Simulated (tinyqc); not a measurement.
From results back to parameters: phonon-assisted absorption at an indirect gap. Three cases, with inputs chosen for the exercise.

Problem. A slab transmits Tr = (1 - R)^2 x/(1 - R^2 x^2) with x = exp(-alpha d) and R = ((nr - 1)/(nr + 1))^2.

Case 1.

Values chosen (out of a larger set: loosely those of SiC at room temperature; Eg is not tied to T; not measured data): nr = 2.75 (refractive index); d = 5.6 micrometre (thickness).

Tr = 0.596123

Case 2.

Values chosen (out of a larger set: loosely those of AlAs at room temperature; Eg is not tied to T; not measured data): nr = 3.14 (refractive index); d = 3.4 micrometre (thickness).

Tr = 0.572824

Case 3.

Values chosen (out of a larger set: loosely those of SiC at room temperature; Eg is not tied to T; not measured data): nr = 2.85 (refractive index); d = 11 micrometre (thickness).

Tr = 0.370455

Find: x; alpha.

Solution. Tr R^2 x^2 + (1 - R)^2 x - Tr = 0; take the positive root, then alpha = -ln(x)/d.

Case 1.

x = 0.9340
alpha = 122 1/cm

Case 2.

x = 0.9918
alpha = 24.2 1/cm

Case 3.

x = 0.6137
alpha = 444 1/cm

Computed by tinyqc, one run a case: `OMP_NUM_THREADS=1 python tinyqc.py N N+1 out.jsonl` with N = 1650314, 1650319, 1650334; one thread of a shared Intel(R) Xeon(R) Processor @ 2.30GHz, about 0.01 s a run at most.
